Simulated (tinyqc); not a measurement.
Comparisons within one model: coherent potential approximation for a binary alloy with a semi-elliptic band. A value that a table varies takes the place of the one given here.

Site levels eA = -x d (share 1 - x) and eB = (1 - x) d (share x), so that their mean, the virtual crystal, is 0. Pure band: G0(z) = 2 (z - sqrt(z - W) sqrt(z + W))/W^2 with principal roots, density -Im G/pi per site. The medium has a self-energy S(z), G = G0(z - S), z = E + i eta. t_i = (e_i - S)/(1 - (e_i - S) G); the CPA demands <t> = (1 - x) tA + x tB = 0. Iteration: start at S = 0, set S(new) = S + <t>/(1 + <t> G), stop when |<t>| < 1e-9 eV.

Inputs chosen for the exercise: W = 2.8 eV (half width of the pure band); x = 0.31 (fraction of B); d = 2.55 eV (eB - eA); eta = 0.056 eV (broadening); E1 = -3.6 eV (first energy); dE = 0.58 eV (step); E = 2.24 eV (energy).

## Virtual crystal, CPA and unmixed bands

Fifteen energies E1 + j dE. Virtual crystal: G0(z). Unmixed: (1 - x) G0(z - eA) + x G0(z - eB), the limit of large separate grains.

Densities (1/eV) and self-energy (eV):
```
E (eV)  virtual crystal     CPA  unmixed     Re S     Im S
-3.60            0.0027  0.0053   0.0176  -0.3696  -0.0087
-3.02            0.0075  0.0852   0.0922  -0.4653  -0.0941
-2.44            0.1074  0.1454   0.1242  -0.4798  -0.1795
-1.86            0.1655  0.1755   0.1427  -0.4948  -0.2521
-1.28            0.1977  0.1899   0.1536  -0.5147  -0.3284
-0.70            0.2156  0.1917   0.1861  -0.5440  -0.4193
-0.12            0.2227  0.1808   0.2001  -0.5925  -0.5433
0.46             0.2198  0.1531   0.1983  -0.6934  -0.7598
1.04             0.2066  0.0945   0.1824  -0.8060  -1.8234
1.62             0.1810  0.1294   0.1459   0.6095  -1.3568
2.20             0.1363  0.1370   0.0739   0.7639  -0.8913
2.78             0.0338  0.1238   0.0662   0.8096  -0.5919
3.36             0.0037  0.0843   0.0576   0.8236  -0.3240
3.94             0.0019  0.0058   0.0436   0.6309  -0.0263
4.52             0.0012  0.0021   0.0130   0.4649  -0.0107
```

What can be read from the table?

d/W = 0.91. CPA and virtual crystal differ by at most 0.112 1/eV, at 1.04 eV, against a peak of 0.227 for the pure band. |Im S| is largest at 1.04 eV (Im S = -1.823 eV); where the density is near zero this is no damping of states. The CPA density has a dip at 1.04 eV (0.0945): the band is parting, or has parted, into an A-like and a B-like subband (in a true gap only the tail of eta remains), which no virtual crystal can show.

## Bowing of the band edge from disorder

For eta = 0 the CPA reads G = (1 - x)/(y - eA) + x/(y - eB) with y = E - W^2 G/4; the lower edge is the maximum of E(y) = y + W^2 G(y)/4 for y < eA. The virtual crystal puts it at -W. Second order: -W - 2 x (1 - x) d^2/W, from S = x (1 - x) d^2 G0(-W), G0(-W) = -2/W.

Lower edge (eV):
```
x        edge  edge + W  second order  (edge + W)/(x (1 - x))
0.05  -2.8816   -0.0816       -0.2206                 -1.7184
0.10  -2.9618   -0.1618       -0.4180                 -1.7977
0.25  -3.1922   -0.3922       -0.8709                 -2.0919
0.40  -3.4036   -0.6036       -1.1147                 -2.5151
0.50  -3.5302   -0.7302       -1.1612                 -2.9208
0.60  -3.6409   -0.8409       -1.1147                 -3.5039
0.75  -3.7613   -0.9613       -0.8709                 -5.1268
0.90  -3.7653   -0.9653       -0.4180                -10.7251
0.95  -3.6945   -0.8945       -0.2206                -18.8320
```

second-order coefficient = -4.6446 eV

What does this show, and why?

Disorder pushes the edge below the virtual crystal, most at x = 0.9 (-965 meV). The coefficient runs from -1.718 at x = 0.05 to -18.832 eV at 0.95, against -4.645 in second order, which is only a guide at d/W = 0.91: it depends strongly on x and is largest in size where the low-lying A atoms are dilute and act as attractive impurities. For d above W/2 they bind a level, and the ratio then measures that level rather than bowing.

## When the band splits

x as given, d varied, eta as given. The density is taken at E = (eA + eB)/2 and at E = eA + eB = (1 - 2x) d, where S has its pole for well split bands; a gap shows as a density of the size of the broadening tail.

Between the two levels:
```
d/W  d (eV)  density at the midpoint (1/eV)  density at (1 - 2x) d (1/eV)  Im S at the midpoint (eV)
0.2    0.56                          0.2190                        0.2184                     -0.047
0.4    1.12                          0.2073                        0.2046                     -0.190
0.6    1.68                          0.1886                        0.1794                     -0.418
0.8    2.24                          0.1653                        0.1373                     -0.668
1.0    2.80                          0.1397                        0.0603                     -0.827
1.2    3.36                          0.1099                        0.0259                     -0.829
1.5    4.20                          0.0349                        0.0096                     -0.411
2.0    5.60                          0.0037                        0.0037                     -0.259
```

How do the results move?

The midpoint density falls from 0.219 to 0.0037 1/eV; it first drops below a tenth of the pure peak (0.023) at d/W = 2. At (1 - 2x) d the density drops below that mark at d/W = 1.5, so the bands have parted by then (this mark lags the true splitting), and is least, 0.0037, at d/W = 2. For x = 1/2 the two coincide and the band splits at d = W exactly; here x = 0.31. The size of Im Sigma at the midpoint is largest at d/W = 1.2. It is a lifetime only where the density there is finite; for well separated bands, d/W above 1/(2 sqrt(x (1 - x))), S has a pole in the gap at (1 - 2x) d.

## What each parameter does

Converged values at E. Each row changes one parameter from the base and keeps the others.

Results:
```
case            Re S (eV)  Im S (eV)  density (1/eV)
base               0.7688    -0.8675          0.1368
W = 3.08 eV        0.6577    -0.8938          0.1280
x = 0.36           0.7913    -0.7292          0.1441
d = 2.805 eV       0.9461    -1.0611          0.1344
eta = 0.112 eV     0.7363    -0.8603          0.1334
E = 2.52 eV        0.7945    -0.7163          0.1323
```

What can be read from the table?

The largest shifts from the base row, up to three for each result and ties (the steps differ in size, so this ranks the rows, not the parameters). Re S (eV): d +0.1774, W -0.1111, eta -0.0325. Im S (eV): d -0.1936, E +0.1512, x +0.1382. density (1/eV): W -0.0088, x +0.0074, E -0.0045.

Run: tinyqc, `OMP_NUM_THREADS=1 python tinyqc.py 1482719 1482720 out.jsonl`; Intel(R) Xeon(R) Processor @ 2.30GHz, one thread, shared host; about 0.01 s of CPU time with all checks.
